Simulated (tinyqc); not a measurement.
Straight dislocations in isotropic elasticity: fields, energies, partials, Peierls stress and walls: one step, computed by the program tinyqc.

The line runs along z, the glide plane is y = 0, and beta is the angle between b and the line (0 screw, 90 degrees edge): b_e = b sin(beta) along +x with the extra half plane at y > 0, b_s = b cos(beta). Stress is positive in tension.

Task: Line energy and line tension. Energy factor K = G [cos^2(beta) + sin^2(beta)/(1 - nu)]. E = K b^2/(4 pi) ln(R/r0) with R = 1/(2 sqrt(rho)); tension T = E + d^2E/d(beta)^2 = G b^2 [1 + nu - 3 nu sin^2(beta)]/(4 pi (1 - nu)) ln(R/r0). The core energy is taken into r0.

Inputs (values chosen for the exercise, for a model fcc or diamond crystal):
```
quantity                   value      unit
shear modulus G             56.2       GPa
Poisson ratio nu            0.22         -
Burgers vector b           3.832  angstrom
dislocation density rho  2.1e+11     1/m^2
core radius r0/b               1         -
```

Character: 60-degree.

Constants: 1 eV/angstrom^3 = 160.2176634 GPa.

Give: energy factor K; ln(R/r0); line energy E; line tension T; stored energy rho E.

Result:

energy factor K = 68.09 GPa

ln(R/r0) = 7.954

line energy E = 39.50 eV/nm

line tension T = 30.30 eV/nm

stored energy rho E = 1.329 kJ/m^3

T/E = 0.77: bowing turns parts of the line towards the cheaper screw character, so it is soft.
